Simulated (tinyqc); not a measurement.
Keating valence-force model of a tetrahedral crystal: one step, computed by the program tinyqc. Command: `OMP_NUM_THREADS=1 python tinyqc.py 3002121 3002122 out.jsonl keating walk`. One thread of a shared host (Intel(R) Xeon(R) Processor @ 2.30GHz), about 0.04 s of CPU time with the checks.

Atom A sits at 0 and atom B at a/4 (1,1,1) of an fcc lattice; the four bonds from A are t = a/4 (1,1,1), a/4 (1,-1,-1), a/4 (-1,1,-1), a/4 (-1,-1,1), of length d = sqrt(3) a/4. Energy: E = (3 alpha/(8 d^2)) sum over bonds (r.r - d^2)^2 + (3 beta/(8 d^2)) sum over pairs of bonds at one atom (r_i.r_j + d^2/3)^2, with beta_A for the six pairs at A and beta_B for the six at B. The cell holds two atoms, Omega = a^3/4. 1 N/m = 1 J/m^2.

Problem. LO-TO splitting. The long-range field adds 4 pi Z*^2 (e^2/(4 pi eps_0))/(eps_inf Omega mu) to lambda for the longitudinal mode at q -> 0; lambda = (nu/15.6333042 THz)^2; eps_0 = eps_inf (nu_LO/nu_TO)^2 (Lyddane-Sachs-Teller; here eps_0 is the static dielectric constant).

Inputs (values chosen for the exercise, for a model crystal): lattice constant a = 4.326 angstrom; Born charge Z* = 1.35 e; eps_inf = 9.29.

Structure: zinc blende.

nu_TO at G = 10.99727 THz

reduced mass mu = 30.01917 u

Constants: nu for 1 eV/(angstrom^2 u) = 15.6333042 THz; e^2/(4 pi eps_0) = 14.39964548 eV angstrom.

Give: nu_LO at G; static dielectric constant.

Solution.

nu_LO at G = 11.63 THz

static dielectric constant = 10.39

The splitting is 5.7 % of nu_TO, and the lattice adds 1.10 to the dielectric constant.
